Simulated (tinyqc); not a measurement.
Inside a calculation. Model: read current of a NAND string, cells in series solved by shooting.

tinyqc, about 0.4 s, one thread, Intel Xeon 2.30GHz (shared host): `OMP_NUM_THREADS=1 python tinyqc.py 2142178 2142179 out.jsonl` Printed values are rounded.

Cells in series, numbered from 0 at the source line (0 V) to the bit line, each followed by a gap resistance Rg. A cell with gate Vg, threshold VT, source Vs and drain Vd passes I = 2 nf K Vt^2 [F(Vs) - F(Vd)]/(1 + th max(Vg - VT, 0)), F(V) = ln^2(1 + exp((Vg - VT - nf V)/(2 nf Vt))). The selected cell has Vg = Vr, the others Vg = Vp.

Inputs (values chosen for the exercise); values of the order met in vertical NAND strings: temperature T = 300 K; gain factor of a cell K = 6.3 uA/V^2; slope factor nf = 1.9; mobility reduction factor th = 0.16 1/V; resistance of the gap between cells Rg = 22 kohm; bit-line voltage Vbl = 0.5 V; pass voltage Vp = 5.8 V; read voltage on the selected word line Vr = 3.94 V.

Constants: q = 1.602176634e-19 C, kB = 1.380649e-23 J/K, Vt = kB T/q. Results are converted to the units shown.

## Step 1: node voltages for a trial current

first trial current = 0.57 uA
thresholds from the source end, cell 0 to 3 (V): -1.6  3  2.4  3

For a trial current I start at 0 V and, cell by cell (the selected one is cell 2), solve for the drain: sqrt(F(Vd)) = sqrt(F(Vs) - I/k), k = 2 nf K Vt^2/(1 + th max(Vg - VT, 0)), Vd = [Vg - VT - 2 nf Vt ln(exp(sqrt F) - 1)]/nf, then add I Rg.

node voltage after each cell and gap, trial 1, cell 0 to 3 (V): 0.0393349  0.100781  0.202556  0.270550

## Step 2: node voltages for a trial current

second trial current = 0.87 uA

As before.

node voltage after each cell and gap, trial 2, cell 0 to 3 (V): 0.0601123  0.155775  0.332158  0.447551

## Course of the secant iteration

Secant steps on the end voltage less Vbl, from the two trials; a trial above the saturation current of a cell has no solution and is moved halfway to the previous trial. Stop below 1e-9 V.

Course of the iteration:
```
iteration	I (uA)	end voltage - Vbl (V)	halvings
1	0.958896	8.46e-3	0
2	0.946552	-3.19e-4	0
3	0.947001	-1.96e-6	0
4	0.947004	4.52e-10	0
```

Converged in 4 iterations to I = 0.94700 uA. The selected cell takes 35.8 % of the bit-line voltage and the gaps together 16.7 %.
